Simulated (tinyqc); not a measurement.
Haynes-Shockley experiment: drift, diffusion and decay of a minority-carrier pulse: one step, computed by the program tinyqc.

A thin sheet of excess carriers is made at x = 0, t = 0 in a long uniform bar; injection is low, so the pulse moves with the minority mobility.

Task: Transport coefficients. D = mu k_B T/e, v = mu F. Transit time d/v, diffusion length sqrt(D tau), drift length v tau, Peclet number v d/D = e F d/(k_B T).

Inputs (values chosen for the exercise, modelled on electrons in p-type silicon in a lightly doped bar):

| quantity | value | unit |
|---|---|---|
| minority mobility mu | 1210 | cm^2/(V s) |
| lifetime tau | 48 | microsecond |
| temperature T | 330 | K |
| field F | 4.5 | V/cm |
| distance d to the collector | 0.47 | cm |

Constants: k_B = 8.617333262e-05 eV/K.

Give: D; drift velocity v; transit time d/v; diffusion length; drift length v tau; Peclet number.

Result:

D = 34.409 cm^2/s

drift velocity v = 5445 cm/s

transit time d/v = 86.318 microsecond

diffusion length = 406.40 micrometre

drift length v tau = 0.26136 cm

Peclet number = 74.374

The pulse must travel 1.80 drift lengths.
